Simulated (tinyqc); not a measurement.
Hubbard chain of 4 sites, step by step. Computed by tinyqc, a small Python program that keeps every step. Settings: hopping = 1.96, U = 1.1, mixing = 0.5, iteration cap = 81. Command: `OMP_NUM_THREADS=1 python tinyqc.py 25586 25587 out.jsonl` (the two numbers bound the seeds that draw the settings). One thread of a shared host (Intel(R) Xeon(R) Processor @ 2.60GHz), about 0.2 s of CPU time with the checks. Later iterations appear only in the table of the cycle.

## Mean-field iteration 1

one-body matrix (hopping and site energies) (eV), lower triangle:
```
         1        2        3        4
1   0.0500
2  -1.9600  -0.2800
3   0.0000  -1.9600  -0.4800
4   0.0000   0.0000  -1.9600  -0.2000
```

U = 1.1000 eV

electrons, up and down: 2  2

mixing = 0.5000

n(up) at the start (a guess, not normalised): 1 0.9500, 2 0.0500, 3 0.9500, 4 0.0500

n(down) at the start (a guess): 1 0.0500, 2 0.9500, 3 0.0500, 4 0.9500

H(up) = T + U n(down), H(down) = T + U n(up); fill the lowest levels; n(new) = n + mixing (n(out) - n); E = tr T (rho up + rho down) + U sum n_up n_down of the output.

levels, up (eV): -2.9735  -0.8913  1.6777  3.4771

levels, down (eV): -2.9562  -0.9441  1.7179  3.4725

energy = -8.4182 eV

n(up) after iteration 1: 1 0.7840, 2 0.2348, 3 0.7907, 4 0.1905

n(down) after iteration 1: 1 0.1775, 2 0.7915, 3 0.2330, 4 0.7980

## Mean-field iteration 2

As before.

levels, up (eV): -2.9392  -0.8546  1.6263  3.4575

levels, down (eV): -2.9300  -0.8854  1.6490  3.4564

energy = -8.5155 eV

n(up) after iteration 2: 1 0.6764, 2 0.3447, 3 0.6925, 4 0.2864

n(down) after iteration 2: 1 0.2664, 2 0.6938, 3 0.3423, 4 0.6975

## Convergence

Each step fills the lowest levels of T + U n(other spin) and sets n(new) = n + mixing (n(out) - n); stop when output and input agree to 1e-8.

Course of the cycle:
```
iteration     E (eV)  largest |n(out) - n(in)|  mean |n_up - n_down|
1          -8.418222                  3.70e-01                0.2643
2          -8.515528                  2.20e-01                0.1781
3          -8.558694                  1.42e-01                0.1189
4          -8.577737                  9.45e-02                0.0791
5          -8.586120                  6.31e-02                0.0525
6          -8.589807                  4.22e-02                0.0348
7          -8.591429                  2.82e-02                0.0231
8          -8.592142                  1.88e-02                0.0153
9          -8.592456                  1.26e-02                0.0102
10         -8.592594                  8.39e-03                0.0067
11         -8.592655                  5.59e-03                0.0045
...              ...                       ...                   ...
34         -8.592703                  4.54e-07              3.54e-07
35         -8.592703                  3.01e-07              2.35e-07
36         -8.592703                  2.00e-07              1.56e-07
37         -8.592703                  1.33e-07              1.03e-07
38         -8.592703                  8.79e-08              6.85e-08
39         -8.592703                  5.83e-08              4.54e-08
40         -8.592703                  3.87e-08              3.01e-08
41         -8.592703                  2.57e-08              2.00e-08
42         -8.592703                  1.70e-08              1.33e-08
43         -8.592703                  1.13e-08              8.79e-09
44         -8.592703                  7.49e-09              5.83e-09
```

local moments n_up - n_down: 1 0.0000, 2 0.0000, 3 0.0000, 4 0.0000

Converged in 44 iterations. Before convergence this energy mixes input and output and is not variational, so it may rise towards its limit.

## Exact diagonalisation (36 states)

Lowest levels of the sector, and the double occupancy of the lowest state.

lowest levels (eV): -8.6562  -6.5340  -5.8791  -4.7149  -4.3773  -4.1814

double occupancy per site = 0.2218

The mean-field solution above lies 0.0635 eV above the exact energy.

## The lowest level by Lanczos steps

From a random start vector (not printed): a_j = <q_j|H|q_j>, b_j = norm of the remainder after orthogonalising; the Ritz value is the lowest eigenvalue of the tridiagonal matrix of a and b so far.

Lanczos:
```
j   a_j (eV)  b_j (eV)  lowest Ritz value (eV)
1    -1.2050    5.3111               -1.205046
2    -0.6019    5.7425               -6.223164
3     1.4864    4.3031               -8.116882
4     0.3026    3.4118               -8.569904
5     1.8306    3.3226               -8.641971
6     0.8423    3.5706               -8.652364
7    -2.1923    2.5782               -8.655592
8     0.6303    2.8278               -8.656139
9     0.8643    3.2159               -8.656204
10   -1.3647    3.6794               -8.656217
```
